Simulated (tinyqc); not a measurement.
## Doping from the ideality factor

Inverse problem. For thermionic-field emission over a Schottky barrier the ideality factor is n = u coth(u) with u = E00/Vt and E00 = (hbar/2) sqrt(Nd/(me m0 eps0 eps_r)) in SI units (volts). Find u, E00 and Nd.

Parameters, values chosen for the exercise; band and dielectric values close to those of gallium arsenide:
- T = 400 K (temperature)
- me = 0.0662 m0 (electron mass)
- eps_r = 13.1 (relative permittivity)

Constants: q = 1.602176634e-19 C, kB = 1.380649e-23 J/K, eps0 = 8.8541878128e-12 F/m, hbar = 1.054571817e-34 J s, m0 = 9.1093837015e-31 kg, Vt = kB T/q. Results are converted to the units shown.

n = 1.2340839

Answer. u coth(u) rises steadily from 1, so n fixes u; the definition of E00 then gives Nd.

u = 0.858
E00 = 29.6 meV
Nd = 2.20e18 cm^-3

Program tinyqc, `OMP_NUM_THREADS=1 python tinyqc.py 2640138 2640139 out.jsonl`; Intel Xeon 2.30GHz, shared host, one thread, about 0.03 s.
